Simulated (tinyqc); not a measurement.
Oxide trap near a transistor channel: two-state multiphonon kinetics, telegraph noise and bias instability: one step, computed by the program tinyqc. Command: `OMP_NUM_THREADS=1 python tinyqc.py 3008513 3008514 out.jsonl oxidetrap walk`. One thread of a shared host (Intel(R) Xeon(R) Processor @ 2.30GHz), about 0.01 s of CPU time with the checks.

An n-channel device under positive gate bias. The trap is empty (state 1) or holds an electron (state 2); both states are parabolas of equal curvature, and the electron reservoir is taken at the Fermi level of the channel.

Task: Barriers and time constants. E_21 = E_t - e F x is the energy of state 2 over state 1; barriers E_c = (E_R + E_21)^2/(4 E_R), E_e = E_c - E_21; tau_c = exp(E_c/k_B T)/(k_0 P), tau_e = exp(E_e/k_B T)/(k_0 P), P the tunnelling factor; occupation f_2 = tau_e/(tau_c + tau_e); 1/tau_0 = 1/tau_c + 1/tau_e.

Inputs (values chosen for the exercise, with an insulator like HfO2 on silicon):
```
quantity                                value   unit
trap depth x from the interface           1.4     nm
trap level above E_F at zero field E_t   0.28     eV
relaxation energy E_R                     1.4     eV
oxide field F                             1.3  MV/cm
attempt rate k_0 at the interface       1e+11    1/s
temperature T                             200      K
```

Parts treated: one trap and an ensemble.

tunnelling factor = 2.717904e-04

Constants: k_B = 8.617333262e-05 eV/K.

Give: E_21; capture barrier E_c; emission barrier E_e; capture time tau_c; emission time tau_e; occupation f_2; tau_0.

Result:

E_21 = 0.098 eV

capture barrier E_c = 0.400715 eV

emission barrier E_e = 0.302715 eV

capture time tau_c = 460.6 s

emission time tau_e = 1.563 s

occupation f_2 = 0.003381

tau_0 = 1.557 s

The trap is almost always empty at this bias.
